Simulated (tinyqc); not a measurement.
Capacitance measurement on a leaky thin oxide: effects of series resistance and leakage: one step of the calculation.

The device is a capacitance C in parallel with a leakage conductance G, in series with Rs and Ls. An impedance meter reports either a parallel pair (Cp, Gp) from Y = 1/Z = Gp + i w Cp or a series pair (Cs, Rm) from Z = Rm + 1/(i w Cs); w = 2 pi f, dissipation D = Gp/(w |Cp|).

Problem. True capacitance and conductance. EOT = 3.9 tox/eox; CET = EOT + zc + zp; C = 3.9 eps0 A/CET; G = Jg A/Vs.

Inputs (values chosen for the exercise); values of the order met in thin-oxide MOS capacitors:
```
symbol,value,unit,meaning
eox,3.9,,relative permittivity of the gate insulator (close to silicon dioxide)
tox,2.7,nm,insulator thickness
A,100,um^2,gate area
zc,0.37,nm,oxide-equivalent thickness added by the accumulation layer
zp,0,nm,oxide-equivalent thickness added by gate depletion
Jg,0.018,A/cm^2,"gate leakage current density, not matched to the thickness"
Vs,0.3,V,voltage for an e-fold rise of the leakage
```

Constants: eps0 = 8.8541878128e-14 F/cm where lengths are in cm. Results are converted to the units shown.

Wanted: EOT; CET; C; G.

Solution.

EOT = 2.7000 nm
CET = 3.0700 nm
C = 1.1248 pF
G = 0.060000 uS

Computed by the program tinyqc: `OMP_NUM_THREADS=1 python tinyqc.py 2022208 2022209 out.jsonl`, one thread of a shared Intel Xeon 2.30GHz, about 0.01 s for the whole run.
